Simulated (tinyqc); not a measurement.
Worked calculation: lattice vibrations of a chain. One step of it, computed by the program tinyqc.

Task: Frequencies. omega^2 are the eigenvalues; wavenumber = 521.4708 sqrt(eigenvalue) 1/cm.

D(q) (eV/(angstrom^2 u)):
```
[[1.017021, -0.379974+0.118845i],
 [-0.379974-0.118845i, 0.279532]]
```

Give: eigenvalues; wavenumbers; weights |e|^2 of the mass-weighted modes.

Result:

eigenvalues: [0.106, 1.191]

wavenumbers (1/cm): [169.5, 569.1]

weights |e|^2 of the mass-weighted modes, order atom 1, atom 2:
```
[[0.160, 0.840],
 [0.840, 0.160]]
```
